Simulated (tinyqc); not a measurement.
# Off-state leakage of single and stacked transistors: subthreshold current against the height of the stack

n-channel devices of unit width. Subthreshold current I(Vg, Vs, Vd) = I0 (T/300 K)^0.5 exp[(Vg - Vs - VT(T) - gb (Vs - Vb) + dd (Vd - Vs))/(nf Vt)] (1 - exp(-(Vd - Vs)/Vt)), VT(T) = VT - cT (T - 300 K). Gate-edge tunnelling Ig (Vd/1 V) exp(ag (Vd - 1 V)), for a gate at 0 V, and band-to-band leakage Ab u exp(-Bb/u), u = Vd - Vb + 1 V, flow at a drain held at V; both are taken as independent of T. In a stack of off transistors (all gates at 0 V) the same subthreshold current passes through each.

All n gates at 0 V, bottom source at 0 V, top drain at V; node voltages follow from equal currents.

Inputs (values chosen for the exercise); values of the order met in bulk silicon logic transistors:
```
symbol,value,unit,meaning
T,330,K,temperature
V,1.1,V,supply voltage
VT,0.27,V,"threshold at 300 K, zero drain and body bias"
cT,0.6,mV/K,fall of the threshold with temperature
I0,0.83,uA/um,current at threshold at 300 K
nf,1.3,,slope factor
dd,0.16,,drain-induced lowering per volt
gb,0.15,,rise of the threshold per volt of source-body bias
Vb,-0.3,V,body voltage
```

Constants: q = 1.602176634e-19 C, kB = 1.380649e-23 J/K, Vt = kB T/q. Results are converted to the units shown.

Result of one run:
```
n,I (nA/um),reduction factor,drain voltage of the bottom device (mV),source voltage of the top device (mV),voltage across the top device (V)
3,0.1966,167.8,27.40,144.6,0.9554
```

What becomes of these results when the number of transistors in series n is changed from 3 to 2, all else the same?

Result of the changed run:
```
n,I (nA/um),reduction factor,drain voltage of the bottom device (mV),source voltage of the top device (mV),voltage across the top device (V)
2,0.4678,70.51,120.1,120.1,0.9799
```

The whole series:
```
n,I (nA/um),reduction factor,drain voltage of the bottom device (mV),source voltage of the top device (mV),voltage across the top device (V)
1,32.98,1.000,1100,0,1.100
2,0.4678,70.51,120.1,120.1,0.9799
3,0.1966,167.8,27.40,144.6,0.9554
4,0.1231,268.0,14.94,157.8,0.9422
5,0.08932,369.3,10.25,166.8,0.9332
6,0.07002,471.0,7.798,173.7,0.9263
```

The second transistor cuts the current by a factor of 70.5, the third by a further 2.38 and the sixth by 1.28. The top device keeps 84.2 % of the supply at n = 6, while the drain voltage of the bottom one falls to 0.274 Vt.

Numbers from tinyqc (`OMP_NUM_THREADS=1 python tinyqc.py 2242097 2242098 out.jsonl`; about 0.03 s on one thread of a shared Intel Xeon 2.30GHz).
